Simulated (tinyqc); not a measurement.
Equilibrium and kinetic segregation of a solute to boundaries and growing surfaces: one step, computed by the program tinyqc. Command: `OMP_NUM_THREADS=1 python tinyqc.py 3003118 3003119 out.jsonl segreg walk`. One thread of a shared host (Intel(R) Xeon(R) Processor @ 2.30GHz), about 0.01 s of CPU time with the checks.

Question. Depletion of small grains. With theta the solute fraction on boundary sites and x that in the grains, theta/(1 - theta) = [x/(1 - x)] exp[(Q + z w theta)/(k_B T)]. Finite grains: boundary sites are the fraction f = 3 delta/d, and x0 = (1 - f) x + f theta; solve both equations for theta; share at boundaries = f theta/x0.

Inputs (values chosen for the exercise, modelled on arsenic in polycrystalline silicon): segregation energy Q = 0.427 eV; interaction z w (positive attracts) = 0.18 eV; total solute fraction x0 = 0.002; temperature T = 975 K; grain size d = 610 nm; boundary thickness delta = 0.62 nm.

Isotherm: Fowler-Guggenheim.

Constants: k_B = 8.617333262e-05 eV/K.

Give: site fraction f; coverage theta; fraction x left in the grains; share of solute at boundaries; enrichment theta/x.

Answer.

site fraction f = 0.003049

coverage theta = 0.2546

fraction x left in the grains = 0.001227

share of solute at boundaries = 38.82 %

enrichment theta/x = 207.5
